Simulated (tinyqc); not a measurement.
# Molecular dynamics of a small cluster by velocity Verlet steps, step by step

A worked calculation. Computed by tinyqc, a small Python program that keeps every step. Command: `OMP_NUM_THREADS=1 python tinyqc.py 3015489 3015490 out.jsonl verlet walk`. One thread of a shared host (Intel(R) Xeon(R) Processor @ 2.30GHz), about 0.08 s of CPU time with the checks. Intermediate numbers are printed to about 5 digits and carried at full precision; extremes and crossings named in words are read from the listed rows.

E = sum_i {sum_j A exp(-p (r_ij/r0 - 1)) - xi sqrt(rho_i)}, rho_i = sum_j exp(-2 q (r_ij/r0 - 1)); the force on i is -sum_j w_ij (R_i - R_j)/r_ij with w_ij = -(2p/r0) A exp(-p (r_ij/r0 - 1)) + (xi q/r0) exp(-2 q (r_ij/r0 - 1)) (rho_i^(-1/2) + rho_j^(-1/2)).

Inputs (values chosen for the exercise, for model atoms): length r0 = 2.56 angstrom; repulsion A = 0.14 eV; hopping xi = 2.21 eV; decay p = 10.8; decay q = 2.37; atomic mass M = 140 u; time step dt = 49 fs; steps = 300; target temperature T0 = 100 K; coupling time tau = 100 fs.

Potential: Gupta. Thermostat: Berendsen.

starting positions (angstrom), rows atom 1, atom 2, atom 3, atom 4, columns x, y, z:
$$\begin{pmatrix}
0.04 & -0.01 & -0.03 \\
2.35 & -0.01 & 0.02 \\
1.18 & 2.07 & 0.01 \\
1.21 & 0.67 & 1.97
\end{pmatrix}$$

starting velocities (angstrom/fs), rows atom 1, atom 2, atom 3, atom 4, columns x, y, z:
$$\begin{pmatrix}
-0.00079 & -0.00076 & -0.00117 \\
0.00083 & -0.00031 & 0.00039 \\
0.00114 & -0.0002 & -0.0012 \\
-0.00118 & 0.00128 & 0.00198
\end{pmatrix}$$

Constants: 1 eV/(angstrom u) = 9.648533212e-03 angstrom/fs^2; k_B = 8.617333262e-05 eV/K.

## State at the start

Velocity Verlet: a = c F/M with c = 9.648533212e-3 angstrom/fs^2 per eV/(angstrom u); R(new) = R + v dt + a dt^2/2; v(new) = v + (a + a(new)) dt/2. Kinetic energy K = M v^2/(2c); temperature T = 2K/((3N - 3) k_B), rotation of the cluster included. After each step v is scaled by sqrt(1 + (dt/tau)(T0/T - 1)).

forces (eV/angstrom), rows atom 1, atom 2, atom 3, atom 4, columns x, y, z:
$$\begin{pmatrix}
0.03883 & 0.31033 & 0.35770 \\
0.07975 & 0.27654 & 0.10644 \\
0.03808 & -0.68385 & 0.35433 \\
-0.15665 & 0.09698 & -0.81847
\end{pmatrix}$$

potential energy = -14.480 eV

kinetic energy = 0.096045 eV

temperature = 247.68 K

## Step 1

The formulas are those given above.

positions after step 1 (angstrom), rows atom 1, atom 2, atom 3, atom 4, columns x, y, z:
$$\begin{pmatrix}
0.0045 & -0.0216 & -0.0577 \\
2.3973 & -0.0023 & 0.0479 \\
1.2390 & 2.0036 & -0.0195 \\
1.1392 & 0.7407 & 1.9993
\end{pmatrix}$$

new forces (eV/angstrom), rows atom 1, atom 2, atom 3, atom 4, columns x, y, z:
$$\begin{pmatrix}
0.8401 & 0.4256 & 0.6241 \\
-0.5971 & 0.0155 & 0.4599 \\
-0.2276 & -0.2075 & 0.2617 \\
-0.0154 & -0.2337 & -1.3458
\end{pmatrix}$$

velocities after step 1 (angstrom/fs), rows atom 1, atom 2, atom 3, atom 4, columns x, y, z:
$$\begin{pmatrix}
0.0005889 & 0.0004096 & 0.0004139 \\
-0.0000370 & 0.0001554 & 0.0011424 \\
0.0006958 & -0.0014467 & -0.0001356 \\
-0.0012478 & 0.0008903 & -0.0014207
\end{pmatrix}$$

total energy = -14.360 eV

## Step 2

The formulas are those given above.

positions after step 2 (angstrom), rows atom 1, atom 2, atom 3, atom 4, columns x, y, z:
$$\begin{pmatrix}
0.1029 & 0.0337 & 0.0142 \\
2.3461 & 0.0066 & 0.1419 \\
1.2543 & 1.9156 & -0.0045 \\
1.0768 & 0.7650 & 1.8183
\end{pmatrix}$$

new forces (eV/angstrom), rows atom 1, atom 2, atom 3, atom 4, columns x, y, z:
$$\begin{pmatrix}
-3.5096 & -2.5280 & -2.1380 \\
3.2076 & -2.2697 & -0.9389 \\
0.2801 & 4.9294 & -2.5165 \\
0.0219 & -0.1318 & 5.5934
\end{pmatrix}$$

velocities after step 2 (angstrom/fs), rows atom 1, atom 2, atom 3, atom 4, columns x, y, z:
$$\begin{pmatrix}
-0.0028441 & -0.0022793 & -0.0015549 \\
0.0031724 & -0.0026498 & 0.0002422 \\
0.0005694 & 0.0047369 & -0.0028617 \\
-0.0008977 & 0.0001983 & 0.0041745
\end{pmatrix}$$

total energy = -13.121 eV

## Fastest vibration

Relax the cluster, diagonalise the Hessian (central differences): omega_max = sqrt(c lambda_max/M). Verlet steps are stable for omega_max dt < 2.

omega_max = 0.051049 1/fs

shortest period = 123.08 fs

omega_max dt = 2.5014

The step is 1/2.5 of the shortest period.

## The trajectory

Spread = largest minus smallest value. The test of the step is the spread (largest minus smallest) of the total energy over the run without thermostat, against the spread of K; the step passes below 5 %. The mean T is over the second half.

Course of the run (evenly spaced rows):
```
step  t (fs)       U (eV)    K (eV)   U + K (eV)   T (K)
0          0  -1.4480e+01  0.096045  -1.4384e+01  247.68
21      1029  -6.1874e-07  0.075060   7.5059e-02  193.56
42      2058  -3.1241e-07  0.038778   3.8778e-02  100.00
63      3087  -1.6197e-07  0.038778   3.8778e-02  100.00
84      4116  -8.3966e-08  0.038778   3.8778e-02  100.00
105     5145  -4.3528e-08  0.038778   3.8778e-02  100.00
126     6174  -2.2564e-08  0.038778   3.8778e-02  100.00
147     7203  -1.1696e-08  0.038778   3.8778e-02  100.00
168     8232  -6.0626e-09  0.038778   3.8778e-02  100.00
189     9261  -3.1424e-09  0.038778   3.8778e-02  100.00
210    10290  -1.6287e-09  0.038778   3.8778e-02  100.00
231    11319  -8.4415e-10  0.038778   3.8778e-02  100.00
252    12348  -4.3750e-10  0.038778   3.8778e-02  100.00
273    13377  -2.2674e-10  0.038778   3.8778e-02  100.00
294    14406  -1.1751e-10  0.038778   3.8778e-02  100.00
```

spread of the total energy = 12995 eV

spread of the total over spread of K = 1.0011

mean temperature = 100.000 K

The total energy spreads by 100 % of the swings of K: with omega_max dt = 2.50 the step is too long, beyond the stability limit of 2.

Reruns converge with time step dt = 6.1. Reruns still fail with time step dt = 34.0.
